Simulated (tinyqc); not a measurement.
Resistance of a source-drain extension with a graded tip: one step of the calculation.

y runs along the channel, the gate covers y > 0. The doping is N0 for y < y0 and N0 10^(-(y - y0)/la) beyond, uniform over the depth xj. Sheet conductance s(y) = q mu(N) max(N - Nch, 0) xj + (for y > 0) ma Cox Vo, with mu(N) = u0 + (u1 - u0)/(1 + (N/Nr)^au) and Cox = eps0 eox/tox. Current is taken as one-dimensional; depletion of the tip, spreading and the contact are left out. The metallurgical junction lies at yj, where N = Nch.

Problem. Sheet resistances and junction position. yj = y0 + la log10(N0/Nch); sheet resistance of the full extension 1/[q mu(N0)(N0 - Nch) xj] and of the gate-induced layer 1/(ma Cox Vo); metallurgical length Lg - 2 yj; ye is where the doped and the gate-induced conductances are equal.

Values chosen for this exercise; mobility law close to that of holes in silicon: relative permittivity of the gate insulator (close to silicon dioxide) eox = 3.9; insulator thickness tox = 2.7 nm; active doping of the extension far from the gate N0 = 1e20 cm^-3; lateral abruptness la = 3.3 nm/decade; position under the gate where the fall begins (gate edge at 0) y0 = 3.2 nm; depth of the extension xj = 17 nm; channel doping Nch = 1.4e18 cm^-3; gate overdrive Vo = 0.68 V; mobility of the gate-induced layer ma = 60 cm^2/(V s); mobility at low doping u1 = 470.5 cm^2/(V s); mobility at high doping u0 = 44.9 cm^2/(V s); reference doping Nr = 2.23e17 cm^-3; exponent au = 0.719; gate length Lg = 50 nm.

Constants: q = 1.602176634e-19 C, eps0 = 8.8541878128e-14 F/cm where lengths are in cm. Results are converted to the units shown.

Wanted: yj; sheet resistance of the extension; sheet resistance of the induced layer; metallurgical length; ye; N at ye.

Solution.

yj = 9.3178 nm
sheet resistance of the extension = 743.04 ohm/square
sheet resistance of the induced layer = 19164 ohm/square
metallurgical length = 31.364 nm
ye = 8.0647 nm
N at ye = 3.3562e18 cm^-3

The gate takes over 1.25 nm before the junction, where N is still 2.40 times the channel doping.

Program tinyqc, `OMP_NUM_THREADS=1 python tinyqc.py 2282072 2282073 out.jsonl`; Intel Xeon 2.30GHz, shared host, one thread, about 0.04 s.
